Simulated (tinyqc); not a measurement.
Critical temperature from a phonon spectrum: McMillan, Allen-Dynes and the linearised Eliashberg equation: one step, computed by the program tinyqc.

alpha^2 F(omega) = sum_i (lambda_i omega_i/2) delta(omega - omega_i), so that lambda = 2 int alpha^2 F/omega d omega = sum_i lambda_i.

Task: Largest eigenvalue of the small kernel. K is the kernel of the linearised Eliashberg equation on the Matsubara points omega_n = (2n + 1) pi k_B T; T_c is where its largest eigenvalue rho is zero. Diagonalise K; at rho = 0 the eigenvector c is the gap function Delta_n/omega_n up to a factor; away from it Delta_n/Delta_0 = (2n + 1) c_n/c_0 is only an estimate.

Inputs (values chosen for the exercise, for a model metal): trial temperature = 21.2 K.

Peaks in alpha^2 F: two.

K:
```
          1         2         3          4          5
1  -0.38952   1.16614   0.63431    0.31091    0.12384
2   1.16614  -4.68462   0.84274    0.44725    0.19797
3   0.63431   0.84274  -7.98300    0.72980    0.37528
4   0.31091   0.44725   0.72980  -10.75456    0.68164
5   0.12384   0.19797   0.37528    0.68164  -13.25268
```

Give: largest eigenvalue rho; Delta_n/Delta_0.

Result:

largest eigenvalue rho = 0.0193

Delta_n/Delta_0: 1.00  0.82  0.57  0.34  0.17

rho > 0: in this small matrix the trial temperature lies below T_c.
